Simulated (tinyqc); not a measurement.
RKS/PBE in the sto-3g basis, for BeH+, spin multiplicity 1, step by step. Computed by tinyqc, a small Python program that keeps every step (integrals from PySCF). Settings: charge = 1, multiplicity = 1, basis = sto-3g, energy threshold = 1e-10, iteration cap = 68, orthogonalisation = canonical, start = atomic densities, DIIS depth = 3, shift = 1.0, method = RKS, functional = pbe,pbe, grid = [40, 86]. Command: `OMP_NUM_THREADS=1 python tinyqc.py 24673 24674 out.jsonl` (the two numbers bound the seeds that draw the settings). One thread of a shared host (Intel(R) Xeon(R) Processor @ 2.60GHz), about 1 s of CPU time with the checks.

Geometry (angstrom):
```
atom         x         y         z
Be    0.000000  0.000000  0.000000
H     0.000000  0.000000  1.987000
```

Stop when the energy changes by less than 1e-10 hartree and every element of the error matrix X^T (F D S - S D F) X is below 3e-06.

Course of the cycle:
```
iteration   E (hartree)     change  largest element of the error matrix
1          -13.04088536          -                             1.15e-01
2          -14.56650170  -1.53e+00                             1.28e-01
3          -14.57989494  -1.34e-02                             1.31e-01
4          -14.58485602  -4.96e-03                             1.30e-01
5          -14.61566570  -3.08e-02                             1.04e-01
6          -14.63287815  -1.72e-02                             8.42e-02
7          -14.63778762  -4.91e-03                             7.40e-02
8          -14.64072141  -2.93e-03                             6.84e-02
9          -14.64367937  -2.96e-03                             6.09e-02
10         -14.64615553  -2.48e-03                             5.59e-02
11         -14.64801551  -1.86e-03                             5.15e-02
12         -14.64961001  -1.59e-03                             4.66e-02
13         -14.65090593  -1.30e-03                             4.28e-02
14         -14.65198824  -1.08e-03                             3.92e-02
...                 ...        ...                                  ...
55         -14.65715467  -4.20e-07                             8.68e-04
56         -14.65715502  -3.46e-07                             7.89e-04
57         -14.65715530  -2.86e-07                             7.16e-04
58         -14.65715554  -2.35e-07                             6.51e-04
59         -14.65715573  -1.94e-07                             5.91e-04
60         -14.65715589  -1.60e-07                             5.37e-04
61         -14.65715603  -1.32e-07                             4.87e-04
62         -14.65715613  -1.09e-07                             4.42e-04
63         -14.65715622  -8.97e-08                             4.02e-04
64         -14.65715630  -7.39e-08                             3.65e-04
65         -14.65715636  -6.09e-08                             3.31e-04
66         -14.65715641  -5.02e-08                             3.01e-04
67         -14.65715645  -4.14e-08                             2.73e-04
68         -14.65715648  -3.41e-08                             2.48e-04
```

Can the last value be used, and what does the course show?

Not by the stop rule, although the second column moves by less than 1e-07 over the last three steps. Not converged within the cap of 68 iterations: the residual falls steadily but slowly, by a factor of about 0.91 a step. Reruns (cap 100 unless said): DIIS 8: converged in 9; damping 0.5: converged in 99; level shift 0.5: converged in 25; atomic densities as start, DIIS 8: converged in 9; the original settings with a cap of 400: converged in 114. PySCF RKS in the same basis, fine grid = -14.65707156 hartree, which differs from a converged run on this coarse grid by the grid error.
